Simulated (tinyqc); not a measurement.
Comparisons within one model: three-band tight binding of a dichalcogenide monolayer. A value that a table varies takes the place of the one given here.

Basis dz2, dxy, dx2-y2 on a triangular lattice, nearest neighbours; alpha = kx a/2, beta = sqrt3 ky a/2. h0 = e1 + 2 t0 (cos 2alpha + 2 cos alpha cos beta); h1 = -2 sqrt3 t2 sin alpha sin beta + 2i t1 (sin 2alpha + sin alpha cos beta); h2 = 2 t2 (cos 2alpha - cos alpha cos beta) + 2i sqrt3 t1 cos alpha sin beta; h11 = e2 + 2 t11 cos 2alpha + (t11 + 3 t22) cos alpha cos beta; h22 = e2 + 2 t22 cos 2alpha + (3 t11 + t22) cos alpha cos beta; h12 = sqrt3 (t22 - t11) sin alpha sin beta + 4i t12 sin alpha (cos alpha - cos beta) + i lam sz. H = [[h0, h1, h2], [., h11, h12], [., ., h22]], Hermitian; the lowest band of each spin is filled. K = (4 pi/3a, 0), M = (pi/a, pi/(sqrt3 a)).

Constants: hbar^2/2m0 = 3.80998211 eV angstrom^2.

Inputs chosen for the exercise (near a published set for monolayer WSe2; the results hold for these values, not for the real material):
```
symbol  value   unit      meaning
a       3.322   angstrom  lattice constant
e1      0.952   eV        level of dz2
e2      2.158   eV        level of dxy and dx2-y2
t0      -0.203  eV        hopping
t1      0.446   eV        hopping
t2      0.494   eV        hopping
t11     0.259   eV        hopping
t12     0.335   eV        hopping
t22     0.034   eV        hopping
lam     0.227   eV        spin-orbit constant
```

## Three bands against the two-band Dirac model at K

Masses from central differences along kx with step 0.002 1/angstrom, c = hbar^2/2m0; Berry curvature of the valence band from a counter-clockwise plaquette of side 0.001 1/angstrom, Omega = -arg(product of overlaps)/area. Two-band model: coupling A = (3 a/(2 sqrt2))(t1 + sqrt3 t2) between valence and conduction states, mass c G/A^2 for both, Omega_v = 2 A^2/G^2. sz = 0 drops the spin-orbit term.

At K:
```
sz  G (eV)  m_c (m0)  m_v (m0)  two-band mass  Omega_v (angstrom^2)  two-band Omega
1   1.3562     0.303     0.389          0.246                22.666          22.872
0   1.5832     0.363     0.505          0.287                16.628          16.783
-1  1.8102     0.425     0.652          0.328                12.716          12.838
```

A = 4.5863 eV angstrom

Without spin-orbit coupling the electron mass is 0.363 and the hole mass 0.505, against 0.287 for both in the two-band model: the third band and the curvature of the diagonal terms break the symmetry. The Berry curvature is -0.9 % from the two-band value. The smaller gap (sz = +1) has the larger curvature, by a factor 1.78.

## All hoppings scaled

The six hoppings are multiplied by f; e1, e2 and lam stay (real strain also moves e1 and e2, so this is no model of it). Closed forms: Ev(K) = e2 - (3/2)(t11 + t22) - 3 sqrt3 t12 + lam, Ec(K) = e1 - 3 t0, Ev(Gamma) = e1 + 6 t0.

Gaps (eV):
```
f     direct gap at K  Ev(K) - Ev(Gamma)  Ec(K) - top of valence band
0.85           0.9378             0.6151                       0.9378
0.90           1.0773             0.5670                       1.0773
0.94           1.1889             0.5285                       1.1889
0.97           1.2725             0.4997                       1.2725
1.00           1.3562             0.4708                       1.3562
1.03           1.4399             0.4419                       1.4399
1.06           1.5236             0.4131                       1.5236
1.10           1.6351             0.3746                       1.6351
```

The direct gap changes by +27.9 meV for each per cent of f. The top of the valence band stays at K over the range.

## What each parameter does

Spin up: gap at K, Ev(K) - Ev(Gamma), and masses at K by central differences along kx with step 0.002 1/angstrom, c = hbar^2/2m0. Each row changes one parameter from the base and keeps the others.

Results:
```
case            gap at K (eV)  K - Gamma (eV)  m_c (m0)  m_v (m0)
base                   1.3562          0.4708     0.303     0.389
t22 = 0.004 eV         1.3112          0.5158     0.290     0.361
t11 = 0.229 eV         1.3112          0.5158     0.290     0.367
e2 = 2.128 eV          1.3862          0.4408     0.312     0.402
t1 = 0.416 eV          1.3562          0.4708     0.326     0.419
t2 = 0.464 eV          1.3562          0.4708     0.327     0.443
t12 = 0.305 eV         1.2003          0.6267     0.263     0.310
```

The largest shifts from the base row, up to three for each result and ties (the steps differ in size, so this ranks the rows, not the parameters). gap at K (eV): t12 -0.1559, t22 -0.0450, t11 -0.0450; unchanged at the printed digits by t1 and t2. K - Gamma (eV): t12 +0.1559, t22 +0.0450, t11 +0.0450; unchanged at the printed digits by t1 and t2. m_c (m0): t12 -0.039, t2 +0.024, t1 +0.023. m_v (m0): t12 -0.078, t2 +0.055, t1 +0.030. t1 and t2 couple dz2 to the other orbitals and vanish at K and Gamma, so only the masses feel them.

tinyqc: `OMP_NUM_THREADS=1 python tinyqc.py 1450439 1450440 out.jsonl`; about 0.02 s, one thread, shared Intel(R) Xeon(R) Processor @ 2.30GHz.
